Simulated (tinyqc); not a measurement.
How thick the regions must be: band offset from the macroscopic average of a supercell potential.

A model of the planar-averaged electrostatic energy of an electron in a periodic cell of N1 periods of A (L1 = N1 n1 h) and N2 periods of B (L2 = N2 n2 h), on z_j = j h: V(z) = f VA + (1 - f) VB + F t(z), VA = V1[0] + V1[1] cos(2 pi z/(n1 h)) + V1[2] cos(4 pi z/(n1 h)), VB the same with V2, n2 and z - L1. f = [tanh(z/w) - tanh((z - L1)/w) + tanh((z - L1 - L2)/w)]/2 + 1/2; t(z) = z - L1/2 in A and (L1/L2)(L1 + L2/2 - z) beyond, so that the cell is periodic.

Running mean over n points, periodic: for odd n the plain mean of the n points centred on j; for even n the n + 1 points with half weight at both ends. The macroscopic average applies the mean over n1 points and then over n2 points.

Values chosen for the exercise (gaps near those of GaAs and Ge; the results hold for these values, not for the real material):
- h = 0.25 angstrom (grid step)
- n1 = 6 (grid points per period of A)
- n2 = 7 (grid points per period of B)
- V1 = (-11.43, 3.3, -0.86) eV (mean and two harmonics of the potential in A)
- V2 = (-5.52, 2.41, 0.79) eV (the same in B)
- w = 0.33 angstrom (width of the interfaces)

N1 = N2 = N, no slope (F = 0); dV is read at j = floor(N n1/2) and N n1 + floor(N n2/2). The exact value is V2[0] - V1[0].

Results:
```
N,L1 (angstrom),dV (eV),error (meV)
1,1.50,2.5138,-3396.20
2,3.00,5.7145,-195.46
3,4.50,5.9055,-4.48
4,6.00,5.9100,-0.03
6,9.00,5.9100,0.00
```

Give the missing row, N = 5.

Computed row:
```
N  L1 (angstrom)  dV (eV)  error (meV)
5           7.50   5.9100         0.00
```

The error is below 10 meV from N = 3 on. The two windows together span 3.25 angstrom and must fit between the interface tails, which fall as exp(-2 z/w); the errors at N = 2, 3 and 4 are -195.46, -4.48 and -0.03 meV.

Computed by tinyqc, a small Python program: `OMP_NUM_THREADS=1 python tinyqc.py 1850094 1850095 out.jsonl` (the numbers bound the seed that draws the inputs); one thread of a shared host (Intel(R) Xeon(R) Processor @ 2.30GHz), about 0.01 s for the whole set of steps.
